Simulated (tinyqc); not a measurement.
# Barrier and mass from two Fowler-Nordheim currents

Question. Fowler-Nordheim tunnelling through a dielectric follows J = A F^2 exp(-B/F), A = q^2 me/(16 pi^2 hbar m1 phi1) (A/V^2 with phi1 in volts), B = (4/3) sqrt(m1/C) phi1^1.5 (V/nm), C = hbar^2/(2 m0). Find B, A, phi1 and m1.

Inputs (values chosen for the exercise): emitter mass in the supply function me = 1 m0.

Constants: q = 1.602176634e-19 C, hbar = 1.054571817e-34 J s, m0 = 9.1093837015e-31 kg, hbar^2/(2 m0) = 0.0380998212 eV nm^2. Results are converted to the units shown.

J at F = 0.72 and 1.45 V/nm (A/cm^2): 86200.230  1.9495132e7

Solution. The slope of ln(J/F^2) against 1/F is -B and the intercept gives A. A fixes the product m1 phi1, and B = (4/3) phi1 sqrt(m1 phi1/C) then gives phi1.

B = 5.75 V/nm
A = 4.89e-6 A/V^2
phi1 = 1.50 eV
m1 = 0.210 m0

Numbers from tinyqc (`OMP_NUM_THREADS=1 python tinyqc.py 2540087 2540088 out.jsonl`; about 0.02 s on one thread of a shared Intel Xeon 2.30GHz).
